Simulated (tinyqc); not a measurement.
Total mobility: mobility limited by charged threading dislocations. Computed by tinyqc, a small Python program. Command: `OMP_NUM_THREADS=1 python tinyqc.py 3001784 3001785 out.jsonl disl walk`. One thread of a shared host (Intel(R) Xeon(R) Processor @ 2.30GHz), about 0.01 s of CPU time with the checks.

Parallel lines trap electrons, one site every c, and the current flows across them. Donors are taken as fully ionised and statistics as non-degenerate; SI units, mass times m_0.

Inputs (values chosen for the exercise, modelled on InAs):

| quantity | value | unit |
|---|---|---|
| effective mass m | 0.023 | m_0 |
| permittivity eps | 15.1 | - |
| site spacing c along the line | 4.3 | angstrom |
| largest filling f_0 | 0.5 | - |
| acceptor level E_t below the band edge | 0.22 | eV |
| dislocation density N_dis | 2e+09 | 1/cm^2 |
| donor density N | 7.1e+16 | 1/cm^3 |
| lattice mobility at 300 K | 34000 | cm^2/(V s) |
| temperature T | 300 | K |

Band: parabolic. Filling of the line: limited by its own charge.

Constants: m_0 = 9.1093837015e-31 kg; k_B = 1.380649e-23 J/K; hbar = 1.054571817e-34 J s; e^2/(4 pi eps_0) = 14.39964548 eV angstrom; k_B = 8.617333262e-05 eV/K; eps_0 = 8.8541878128e-12 F/m; e = 1.602176634e-19 C.

Method:
- Filling f solves f = min(f_0, f*), where f* makes the line potential equal the available energy: (e^2 f/(4 pi eps eps_0 c)) (2 ln(R/r_0) - 1) = E_t - k_B T ln(N_c/N), R = sqrt(f/(pi c N)) the Read radius, r_0 = c/f, N_c = 2 (m k_B T/(2 pi hbar^2))^(3/2). Free electrons n = N - f N_dis/c; screening length lambda = sqrt(eps eps_0 k_B T/(e^2 n)).
- tau(k) = hbar^3 (eps eps_0)^2 c^2 (1 + 4 lambda^2 k^2)^(3/2)/(N_dis m e^4 f^2 lambda^4), k the wave number across the lines; mu_dis = (e/m) int x tau exp(-x) dx with x = hbar^2 k^2/(2 m k_B T), 160 Gauss-Legendre points in sqrt(x) from 0 to sqrt(32). Closed form for lambda k >> 1: mu = 30 sqrt(2 pi) (eps eps_0)^2 c^2 (k_B T)^(3/2)/(N_dis e^3 f^2 lambda sqrt(m)).
- Other processes: Brooks-Herring mobility of a classical gas, mu_I = 128 sqrt(2 pi) (eps eps_0)^2 (k_B T)^(3/2)/(N e^3 sqrt(m) [ln(1 + b) - b/(1 + b)]), b = 24 m k_B T lambda^2/hbar^2; lattice mobility times (T/300 K)^(-2); Matthiessen's rule.

screening length lambda = 18.6514 nm

dislocation mobility = 82146.9 cm^2/(V s)

free electrons n = 6.20135e+16 1/cm^3

impurity mobility = 1.1279e+05 cm^2/(V s)

lattice mobility = 34000 cm^2/(V s)

total mobility = 19821 cm^2/(V s)

resistivity = 0.0050778 ohm cm

What follows from these numbers?

Dislocations hold 24 % of 1/mu, impurities 18 % and the lattice 58 %. Dislocation and lattice-plus-impurity scattering would be equal at N_dis = 6.3e9 per cm^2 if n and f stayed as they are. Caution: n exceeds half of N_c, so classical statistics and Debye screening are rough.

Extremes, crossings and ranges named in words are read from the listed rows.
